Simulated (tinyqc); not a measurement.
Strong pi bonds keep dimers flat: buckled dimers of a reconstructed (001) surface, two dangling bonds a dimer.

In a dimer one atom moves up by z and the other down by z; the dangling bond of the up atom (more s-like) falls by gm z and that of the down atom rises by gm z. With all dimers tilted alike: H(k) = [[-gm z - 2 ta cos k, -tp - 2 tx cos k], [., gm z - 2 ta cos k]], k along the row in 1/a. Two electrons a dimer fill the lowest N of the 2N levels on the mesh k_j = (j + 1/2) pi/N. Total energy a dimer: W(z) = (2/N) sum of the filled levels + kf z^2. Repulsion between electrons is left out.

Inputs chosen for the exercise (of the size met on Ge(001); not measured data): ta = 0.17 eV (coupling between like atoms along the row); tx = 0.06 eV (diagonal coupling along the row); gm = 2.15 eV/angstrom (shift of a dangling bond with height); kf = 7.6 eV/angstrom^2 (force constant of buckling); N = 12 (k points).

tp is varied; z minimises W on 0 to 1 angstrom; gap on 201 points; charge moved: the mean of gm z/sqrt((gm z)^2 + h^2) over the mesh, h the off-diagonal element.

Against tp:

| tp (eV) | z (angstrom) | gain (eV) | gap (eV) | charge moved (e) |
|---|---|---|---|---|
| 0.10 | 0.2765 | 0.1835 | 0.5486 | 0.977 |
| 0.20 | 0.2652 | 0.1752 | 0.5495 | 0.937 |
| 0.30 | 0.2452 | 0.1481 | 0.5511 | 0.867 |
| 0.45 | 0.1927 | 0.0466 | 0.5545 | 0.681 |
| 0.60 | 0.0705 | 0.0006 | 0.5592 | 0.249 |
| 0.80 | 0.0000 | 0.0000 | 0.9200 | 0.000 |
| 1.00 | 0.0000 | 0.0000 | 1.3200 | 0.000 |
| 1.30 | 0.0000 | 0.0000 | 1.9200 | 0.000 |
| 1.60 | 0.0000 | 0.0000 | 2.5200 | 0.000 |

What does the comparison show?

Dimers buckle for tp up to 0.6 eV among these rows; for an isolated dimer the limit is gm^2/kf = 0.608 eV. While buckled, the splitting, on average over k, stays near 2 gm^2/kf = 1.216 eV whatever tp is, and beyond the limit it follows 2 tp; the gap is smaller by the width of the bands, about 4 ta = 0.68 eV.

Run: tinyqc, `OMP_NUM_THREADS=1 python tinyqc.py 1451818 1451819 out.jsonl`; Intel(R) Xeon(R) Processor @ 2.30GHz, one thread, shared host; about 0.03 s of CPU time with all checks.
